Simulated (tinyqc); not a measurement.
Surface photovoltage measurement of the minority-carrier diffusion length in a wafer: one step, computed by the program tinyqc.

Low injection, steady light, a depletion layer much thinner than 1/alpha and L. The excess density dn is taken at the front edge of the neutral region; light that reaches the back is lost.

Question. The linear plot. alpha = (84.732/lambda - 76.417)^2 per cm with lambda in micrometre (an empirical fit for silicon between 0.7 and 1.05 micrometre). Thick wafer: dn = Phi L/((S_f + D/L)(L + 1/alpha)). Finite wafer, with s = S_b L/D, w = W/L, a = alpha L: dn = [Phi a/(a^2 - 1)] [a - B - exp(-alpha W)(a - s)/(cosh w + s sinh w)]/(S_f + B D/L), B = (sinh w + s cosh w)/(cosh w + s sinh w). Readings y = (Phi/dn) (1 + noise x g) at 780, 830, 880, 920, 950, 975 and 995 nm; a least-squares line y = c (1/alpha + L_app) gives L_app = intercept/slope.

Inputs (values chosen for the exercise, modelled on p-type silicon at room temperature):
```
quantity                            value        unit
diffusion length L                     32  micrometre
wafer thickness W                     525  micrometre
diffusivity D                        29.9      cm^2/s
front recombination velocity S_f     2600        cm/s
back recombination velocity S_b      3300        cm/s
photon flux entering              4.5e+13  1/(cm^2 s)
relative noise of each reading        0.5           %
```

normal deviates g for the noise: 1.14  1.23  0.10  -0.88  -1.01  -1.54  1.01

Give: the table «Readings» with the columns 1/alpha (micrometre), y (cm/s), line (cm/s), for lambda (nm) = 780, 830, 880, 920, 950, 975, 995; slope; apparent length L_app; error of L_app (rounded to 0.001).

Answer.

Readings:
```
lambda (nm)  1/alpha (micrometre)  y (cm/s)  line (cm/s)
780                           9.6     15629        15513
830                          15.2     17716        17581
880                          25.3     21409        21373
920                          40.7     27000        27097
950                          61.3     34640        34798
975                          90.9     45525        45866
995                         130.9     61104        60793
```

slope = 373.4 cm/(s micrometre)

apparent length L_app = 31.90 micrometre

error of L_app (rounded to 0.001) = -0.303 %

At W/L = 16.4 the finite thickness shifts L_app by less than 0.05 %. S_f scales all readings alike and leaves L_app unchanged.
